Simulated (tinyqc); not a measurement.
Slow cooling against a quench: self-consistent Fermi level with native defects, at growth and after a quench. Computed by tinyqc, a small Python program. Command: `OMP_NUM_THREADS=1 python tinyqc.py 3028389 3028390 out.jsonl scfermi walk`. One thread of a shared host (Intel(R) Xeon(R) Processor @ 2.30GHz), about 0.07 s of CPU time with the checks.

Energies are counted from the top of the valence band (VBM); when the gap shrinks with temperature the conduction band moves and the levels stay. The added dopant is taken as fully ionised. D and A draw on one reservoir with opposite signs, as the two vacancies of a compound do.

Inputs (values chosen for the exercise, for a model semiconductor):
```
quantity                                value   unit
gap E_g at 300 K                         3.65     eV
slope -dE_g/dT above 300 K            0.00033   eV/K
electron mass m_e                       0.328    m_0
valleys M_c                                 3      -
hole mass m_h                            2.53    m_0
E_f of the neutral native donor D       3.317     eV
E_f of the neutral native acceptor A     1.05     eV
shift s of the chemical potential        -0.2     eV
site density N_s                      4.5e+22  cm^-3
dopant density N_X                    4.3e+18  cm^-3
growth temperature T_g                   1530      K
temperature of use T                      400      K
```

Added shallow dopant: acceptor.

levels of D above the VBM, most positive state first (eV): 1.59  1.72  3.07

levels of A above the VBM, (0/-1) first (eV): 2.01

Constants: m_0 = 9.1093837015e-31 kg; k_B = 1.380649e-23 J/K; h = 6.62607015e-34 J s; k_B = 8.617333262e-05 eV/K.

Method:
- E_f(D, 0) = input + s and E_f(A, 0) = input - s; E_f(q, E_F = 0) follows from the levels, eps(q/q-1) = E_f(q - 1) - E_f(q) at E_F = 0.
- E_g(T) = E_g - slope x max(0, T - 300 K).
- N_c = 2 M_c (2 pi m_e k_B T/h^2)^(3/2) and N_v = 2 (2 pi m_h k_B T/h^2)^(3/2), masses in units of m_0.
- At growth T = T_g.
- n = N_c F_1/2((E_F - E_g)/k_B T), p = N_v F_1/2(-E_F/k_B T).
- F_1/2(eta) = (2/sqrt(pi)) int_0^infinity sqrt(x)/(1 + exp(x - eta)) dx, by the trapezoid rule in t = sqrt(x) with step 0.02 up to t = 12 (for eta < -12 by exp(eta) - exp(2 eta)/2^(3/2)).
- In equilibrium c_q = N_s exp(-(E_f(q, 0) + q E_F)/k_B T).
- Net charge = p - n + sum q c_q - N_X; the log ratio is ln(positive charge/negative charge).
- E_F is the root of the log ratio, by 50 bisections between -0.5 eV and E_g + 0.5 eV.
- After a quench the totals of D and A stay as grown, and each is shared among its charge states with weights exp(-(E_f(q, 0) + q E_F)/k_B T).
- Each E_F by bisection; full equilibrium lets the defects form and vanish at every T.

E_f(q, E_F = 0) (eV): D(+3) -3.263, D(+2) -1.673, D(+1) 0.047, D(0) 3.117, A(0) 1.250, A(-1) 3.260

total D = 1.86399e+18 cm^-3

total A = 3.54927e+18 cm^-3

Two histories (densities in cm^-3):
```
T (K)  E_F, equilibrium (eV)           n           p  all defects  E_F, frozen (eV)   n, frozen   p, frozen
1300                  1.4833  9.6662e+12  1.6186e+15   2.2622e+18            1.5783  2.2572e+13  6.9316e+14
1080                  1.4118  5.5188e+10  1.7799e+14   1.5682e+18            1.5915  3.8026e+11  2.5831e+13
850                   1.3410  1.6398e+07  5.3902e+12   1.4509e+18            1.6025  5.8222e+08  1.5181e+11
630                   1.2751  3.2098e+01  1.9381e+10   1.4348e+18            1.6098  1.5293e+04  4.0679e+07
400                   1.2066  9.3040e-12  9.7433e+04   1.4333e+18            1.6122  1.1977e-06  7.5688e-01
```

What follows from these numbers?

At 400 K equilibrium would leave 1.43e18 defects per cm^3 against 5.41e18 frozen in, and E_F differs by +0.406 eV. Both histories end semi-insulating. Real samples lie between, set by the temperature at which diffusion stops. In so wide a gap the dopant may be only partly ionised at the temperature of use; these carrier densities are then overstated.
